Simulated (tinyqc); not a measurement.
Inside a calculation: gated graphene: carriers, quantum capacitance and optical conductivity. Values are carried at full precision from step to step, so a last printed digit may differ when a step is redone from the rounded ones.

Cones E = +/- hv |k|, four flavours, D(E) = 2|E|/(pi hv^2). n = (2/pi)(kT/hv)^2 F_1(mu/kT), p = (2/pi)(kT/hv)^2 F_1(-mu/kT), in 1/angstrom^2 (1e16 for 1/cm^2); F_1(eta) = integral_0^infinity x dx/(1 + exp(x - eta)). Cq/e^2 = d(n - p)/d mu = (2 kT/(pi hv^2)) ln(2 + 2 cosh(mu/kT)).

Gate: V = mu/e + e (n - p)/Cox with Cox/e^2 = k/(4 pi e2 t), t in angstrom, e2 = e^2/(4 pi eps0); 1/(eV angstrom^2) in C/e^2 equals 1602.176634 microfarad/cm^2; total 1/C = 1/Cox + 1/Cq.

Constants: kB = 8.617333262e-05 eV/K; e^2/(4 pi eps0) = 14.39964547 eV angstrom; fine-structure constant alpha = 0.007297352564.

Inputs chosen for the exercise (Fermi velocity near that of graphene, gate dielectric near hBN; shifted at random, so the results belong to these values and not to a real crystal):
- hv = 6.27 eV angstrom (hbar vF)
- T = 150 K
- k = 3.39 (dielectric constant of the gate layer)
- t = 10 nm (its thickness)
- V = -4.91 V (gate voltage from the neutrality point)
- E = 1.238 eV (photon energy)
- Gm = 2 meV (intraband damping)

## Chemical potential at the gate voltage

Solve the gate equation for mu.

Cox = 0.3002 microfarad/cm^2
mu = -0.3249 eV
n = 0.329 1/cm^2
p = 8.59e+12 1/cm^2

mu takes 6.6 % of the gate voltage; the zero-temperature rule |mu| = hv sqrt(pi |n - p|) gives 0.3257 eV.

## Quantum capacitance

1/(eV angstrom^2) in C/e^2 equals 1602.176634 microfarad/cm^2; 1/C = 1/Cox + 1/Cq.

Cq = 8.429 microfarad/cm^2
C = 0.2898 microfarad/cm^2
Cq at mu = 0 = 0.4649 microfarad/cm^2

C is 0.966 of Cox.

## Optical conductivity at one energy

Conductivity over sigma0 = e^2/(4 hbar): interband Re = sinh(E/2kT)/(cosh(mu/kT) + cosh(E/2kT)); intraband Re = (8 kT/pi) ln(2 cosh(mu/2kT)) Gm/(E^2 + Gm^2). A free sheet absorbs about pi alpha_f Re(sigma/sigma0), alpha_f the fine-structure constant (alpha among the constants).

Evaluate both parts and the absorption.

interband = 1.0000
intraband = 0.0005
absorption = 2.294 %

E is above 2|mu| = 0.6497 eV; at this temperature interband transitions are mostly open; the universal value is pi alpha_f = 2.293 %.

## Checks

- Cq/e^2 against the finite difference of n - p (1/(eV angstrom^2)): both 0.005261.

Computed by tinyqc, a small Python program: `OMP_NUM_THREADS=1 python tinyqc.py 1680412 1680413 out.jsonl` (the numbers bound the seed that draws the inputs); one thread of a shared host (Intel(R) Xeon(R) Processor @ 2.30GHz), about 0.01 s for the whole set of steps.
